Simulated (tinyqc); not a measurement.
Band edges of strained Si(1-x)Ge(x) on relaxed Si(1-y)Ge(y): sweeps and comparisons. A value that a table varies takes the place of the one given here.

Values are linear in the Ge fraction but for ED(x) = linear - CD x (1 - x) and a(x) = linear - Ca x (1 - x). Energies are on the common scale of Ev.

Coherent growth on a (110) face: e_par = (a(y) - a(x))/a(x), e_perp = -(C11 + 3 C12 - 2 C44)/(C11 + C12 + 2 C44) e_par; exx = eyy = (e_par + e_perp)/2, ezz = e_par, exy = (e_perp - e_par)/2, eyz = ezx = 0.

A valley with unit axis u lies at Ev + gap + (av + a_valley) tr(e) + Xu (u.e.u - tr(e)/3); the Delta axes are x, y, z and the L axes [111], [1-1-1], [-11-1], [-1-11]. The second-order shift of the Delta valleys under shear is left out; it lowers the pair normal to the sheared plane by tens of meV at a shear of 1 %.

Valence edges: Ev plus the levels of the 6 x 6 matrix of X, Y, Z times spin with -Dso/3 + l exx + m (eyy + ezz) on the diagonal (cyclic), n exy off it, l = av + 2 b, m = av - b, n = sqrt(3) d. Spin-orbit term (Dso/3) L.sigma on X, Y, Z with (L_k)_ij = -i epsilon_kij: <X+|H|Y+> = -i Dso/3, <X+|H|Z-> = Dso/3, <Y+|H|Z-> = -i Dso/3, <Z+|H|X-> = -Dso/3, <Z+|H|Y-> = i Dso/3, <X-|H|Y-> = i Dso/3, and their conjugates; + and - are the spin along z.

Coherent growth: e_par = (a(y) - a(x))/a(x). (001): e_perp = -2 (C12/C11) e_par; exx = eyy = e_par, ezz = e_perp, no shear. (111): e_perp = -(2 C11 + 4 C12 - 4 C44)/(C11 + 2 C12 + 4 C44) e_par; exx = eyy = ezz = (2 e_par + e_perp)/3 and exy = eyz = ezx = (e_perp - e_par)/3. (110): e_perp = -(C11 + 3 C12 - 2 C44)/(C11 + C12 + 2 C44) e_par; exx = eyy = (e_par + e_perp)/2, ezz = e_par, exy = (e_perp - e_par)/2, eyz = ezx = 0.

Inputs chosen for the exercise (end members near Si and Ge, in this order; not measured data): a = (5.429, 5.664) angstrom (lattice constant); Dso = (0.045, 0.286) eV (spin-orbit splitting); av = (2.43, 1.24) eV (valence hydrostatic potential); b = (-2.08, -2.59) eV (tetragonal shear potential); d = (-4.81, -5.35) eV (trigonal shear potential); C11 = (165, 127.5) GPa; C12 = (63, 48.6) GPa; C44 = (78.7, 67.7) GPa; Ev = (0, 0.62) eV (top of the unstrained valence band); ED = (1.174, 0.931) eV (gap to the Delta valleys); EL = (2.039, 0.729) eV (gap to the L valleys); aD = (1.67, 1.26) eV (hydrostatic potential of the Delta gap); aL = (-2.88, -2.85) eV (hydrostatic potential of the L gap); XuD = (9.31, 9.22) eV (uniaxial potential, Delta); XuL = (16.63, 15.39) eV (uniaxial potential, L); CD = 0.189 eV (bowing of the Delta gap); Ca = 0 angstrom (bowing of the lattice constant); face = 110 (growth face); y = 0.63 (Ge fraction of the relaxed buffer); x = 1 (Ge fraction of the layer).

## Composition of the layer

The buffer is kept. dEc = Ec(buffer) - Ec(layer), dEv = Ev(layer) - Ev(buffer); buffer edges Ev(y) and Ev(y) + min(ED, EL). The digit behind Delta or L counts whole valleys.

Results:

| x | e_par (%) | lowest valleys | gap (eV) | next valleys above (meV) | valence splitting (meV) | dEc (eV) | dEv (eV) |
|---|---|---|---|---|---|---|---|
| 0.08 | 2.37 | Delta4 | 0.974 | 166 | 257 | 0.092 | -0.089 |
| 0.21 | 1.80 | Delta4 | 0.972 | 125 | 191 | 0.086 | -0.081 |
| 0.34 | 1.24 | Delta4 | 0.974 | 86 | 125 | 0.070 | -0.067 |
| 0.47 | 0.68 | Delta4 | 0.976 | 47 | 64 | 0.044 | -0.044 |
| 0.61 | 0.08 | Delta4 | 0.977 | 6 | 7 | 0.006 | -0.007 |
| 0.74 | -0.46 | Delta2 | 0.908 | 31 | 35 | -0.008 | 0.077 |
| 0.87 | -1.00 | L2 | 0.825 | 8 | 70 | -0.018 | 0.170 |
| 1.00 | -1.54 | L2 | 0.617 | 149 | 98 | 0.094 | 0.266 |

The gap is 0.974 eV in the first row and 0.617 eV in the last, with its largest listed value, 0.977 eV, at x = 0.61. The lowest valleys change: Delta4 to Delta2 between x = 0.61 and 0.74, Delta2 to L2 between x = 0.74 and 0.87. Per 0.1 of x the valence offset moves by +39 meV on average; the conduction offset lies between -18 and +94 meV, not monotonically. Both carriers sit on one side for x = 1.00, and on opposite sides elsewhere. Offsets below about 30 meV are within the spread of parameter sets, so those rows do not settle the type. Strains above 2 % can be kept only in layers of a few nanometres.

## Composition of the buffer

The layer is kept. dEc = Ec(buffer) - Ec(layer), dEv = Ev(layer) - Ev(buffer); buffer edges Ev(y) and Ev(y) + min(ED, EL). The digit behind Delta or L counts whole valleys.

Results:

| y | e_par (%) | lowest valleys | gap (eV) | next valleys above (meV) | valence splitting (meV) | dEc (eV) | dEv (eV) |
|---|---|---|---|---|---|---|---|
| 0.45 | -2.28 | L2 | 0.563 | 124 | 124 | 0.060 | 0.396 |
| 0.53 | -1.95 | L2 | 0.587 | 135 | 114 | 0.073 | 0.338 |
| 0.61 | -1.62 | L2 | 0.611 | 146 | 102 | 0.089 | 0.280 |
| 0.69 | -1.29 | L2 | 0.635 | 158 | 87 | 0.108 | 0.223 |
| 0.76 | -1.00 | L2 | 0.657 | 147 | 72 | 0.126 | 0.172 |
| 0.84 | -0.66 | L2 | 0.681 | 98 | 51 | 0.143 | 0.115 |
| 0.92 | -0.33 | L2 | 0.705 | 49 | 27 | 0.071 | 0.057 |

The gap is 0.563 eV in the first row and 0.705 eV in the last. The lowest valleys are L2 throughout. Per 0.1 of y the valence offset moves by -72 meV on average; the conduction offset lies between +60 and +143 meV, not monotonically. Both carriers sit on one side in every row. Strains above 2 % can be kept only in layers of a few nanometres.

## The same layer on three faces

dEc = Ec(buffer) - Ec(layer), dEv = Ev(layer) - Ev(buffer); buffer edges Ev(y) and Ev(y) + min(ED, EL). The digit behind Delta or L counts whole valleys.

Results:

| face | e_par (%) | lowest valleys | gap (eV) | next valleys above (meV) | valence splitting (meV) | dEc (eV) | dEv (eV) | Delta spread (meV) | L spread (meV) |
|---|---|---|---|---|---|---|---|---|---|
| (001) | -1.54 | L4 | 0.713 | 41 | 102 | -0.012 | 0.276 | 249 | 0 |
| (111) | -1.54 | L3 | 0.665 | 170 | 96 | 0.049 | 0.263 | 0 | 286 |
| (110) | -1.54 | L2 | 0.617 | 149 | 98 | 0.094 | 0.266 | 102 | 227 |

On (001) only the Delta valleys split (249 meV), on (111) only the L valleys (286 meV), on (110) both (102 and 227 meV). The lowest valleys are L4 on (001), L3 on (111) and L2 on (110); the smallest gap is 0.617 eV on (110) and the largest 0.713 eV on (001).

## What each parameter does

dEc = Ec(buffer) - Ec(layer), dEv = Ev(layer) - Ev(buffer); buffer edges Ev(y) and Ev(y) + min(ED, EL). Each row changes one parameter from the base and keeps the others.

Results:

| case | gap (eV) | valence splitting (meV) | dEc (eV) | dEv (eV) |
|---|---|---|---|---|
| base | 0.6173 | 98.4 | 0.0936 | 0.2659 |
| x = 0.97 | 0.6652 | 92.1 | 0.0681 | 0.2436 |
| y = 0.66 | 0.6264 | 92.9 | 0.1004 | 0.2443 |
| CD = 0.239 eV | 0.6173 | 98.4 | 0.0819 | 0.2659 |
| b = (-2.392, -2.978) eV | 0.6157 | 99.5 | 0.0936 | 0.2676 |
| Ev = (0, 0.713) eV | 0.6173 | 98.4 | 0.0592 | 0.3003 |
| aD = (1.92, 1.449) eV | 0.6173 | 98.4 | 0.0936 | 0.2659 |
| av = (2.794, 1.426) eV | 0.6173 | 98.4 | 0.0980 | 0.2615 |
| C12 = (72.45, 55.89) GPa | 0.6075 | 101.0 | 0.0996 | 0.2697 |

The largest shifts from the base row, up to three for each result and ties (the steps differ in size, so this ranks the rows, not the parameters). gap (eV): x +0.0478, C12 -0.0099, y +0.0091; unchanged at the printed digits by CD, Ev, aD and av. valence splitting (meV): x -6.3, y -5.5, C12 +2.6; unchanged at the printed digits by CD, Ev, aD and av. dEc (eV): Ev -0.0344, x -0.0255, CD -0.0117; unchanged at the printed digits by b and aD. dEv (eV): Ev +0.0344, x -0.0224, y -0.0216; unchanged at the printed digits by CD and aD. The lowest valleys of the layer are L2, so among the conduction-band potentials only those of that family reach the gap and dEc; the buffer is unstrained. A shift large enough to swap the lowest family would change that.

Computed by tinyqc, a small Python program: `OMP_NUM_THREADS=1 python tinyqc.py 1051225 1051226 out.jsonl` (the numbers bound the seed that draws the inputs); one thread of a shared host (Intel(R) Xeon(R) Processor @ 2.30GHz), about 0.01 s for the whole set of steps.
